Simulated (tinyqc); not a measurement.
A chain with uneven site energies and dephasing by Buettiker voltage probes: resistance against length.

Sites 1 to 3 form a chain with hopping -t. Lead L joins site 1 and lead R site 3, both semi-infinite chains with hopping -t and site energy 0. Every site carries a probe with self-energy -i Gamma_p/2 that draws no net current. Linear response at zero temperature: mu_L = 1, mu_R = 0 in units of the bias.

Sigma = t^2 g(E), g(x) = (x - i sqrt(4 t^2 - x^2))/(2 t^2) for |x| < 2 t and (x - sign(x) sqrt(x^2 - 4 t^2))/(2 t^2) otherwise; Gamma = -2 Im Sigma; G = (E - H - Sigma_L - Sigma_R + i Gamma_p/2)^(-1). With Gamma the broadening by one lead, T_RL = Gamma^2 |G_(last,1)|^2, T_pL = Gamma Gamma_p |G_(p,1)|^2, T_pR = Gamma Gamma_p |G_(p,last)|^2, T_pq = Gamma_p^2 |G_(p,q)|^2 for p != q. No current into probe p: W mu = T_pL with W_pp = T_pL + T_pR + sum_q T_pq and W_pq = -T_pq. Then T_eff = T_RL + sum_p T_pR mu_p, and the resistance is (h/2q^2)/T_eff. Without probes means Gamma_p = 0. The list U is repeated k times, each site with its probe.

Parameters, values chosen for the exercise: hopping (matrix element -t) t = 1 eV; site energies 1 to N U = [0.27, 0.74, -0.36] eV; Fermi energy E = -0.07 eV; probe broadening Gamma_p gp = 0.44 eV.

Constants: q = 1.602176634e-19 C, h = 6.62607015e-34 J s. Results are converted to the units shown.

Result of one run:

| sites | T without probes | T_eff | resistance (kohm) |
|---|---|---|---|
| 12 | 0.8155 | 0.3692 | 34.95 |

Which number of repeats k gave this result: 1, 3, 4, 6 or 8?

k = 4.

The whole series:

| k | sites | T without probes | T_eff | resistance (kohm) |
|---|---|---|---|---|
| 1 | 3 | 0.8296 | 0.6358 | 20.30 |
| 2 | 6 | 0.8464 | 0.5157 | 25.03 |
| 3 | 9 | 0.9972 | 0.4393 | 29.38 |
| 4 | 12 | 0.8155 | 0.3692 | 34.95 |
| 6 | 18 | 0.9891 | 0.2883 | 44.77 |
| 8 | 24 | 0.8863 | 0.2352 | 54.87 |
| 12 | 36 | 0.9593 | 0.1722 | 74.95 |
| 16 | 48 | 0.7915 | 0.1358 | 95.03 |

The resistance rises from 20.3 to 95.0 kohm, by 1.67 kohm a site between k = 8 and 12 and 1.67 between 12 and 16: Ohm's law, R = R0 + rho N with the extrapolated intercept R0 = 14.7 kohm (h/2q^2 = 12.91 kohm) and a back-scattering length (h/2q^2)/rho of 7.71 sites.

Numbers from tinyqc (`OMP_NUM_THREADS=1 python tinyqc.py 2700101 2700102 out.jsonl`; about 0.01 s on one thread of a shared Intel Xeon 2.30GHz).
